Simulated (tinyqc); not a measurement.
## Delay unit and parasitic delay from two ring oscillators

Question. A ring of 51 inverters oscillates at 1/(2 x 51 d), with stage delay d = tau (h + p) for fan-out h. Find tau, p and the delay at fan-out 4.

frequencies of 51-stage ring oscillators with fan-out 1 and 6 (GHz): [1.8992487, 0.69719255]

Answer. d is a straight line in h with slope tau and intercept tau p.

tau = 1.78 ps
p = 1.90
delay at fan-out 4 = 10.5 ps

Computed by the program tinyqc: `OMP_NUM_THREADS=1 python tinyqc.py 2082021 2082022 out.jsonl`, one thread of a shared Intel Xeon 2.30GHz, about 0.01 s for the whole run.
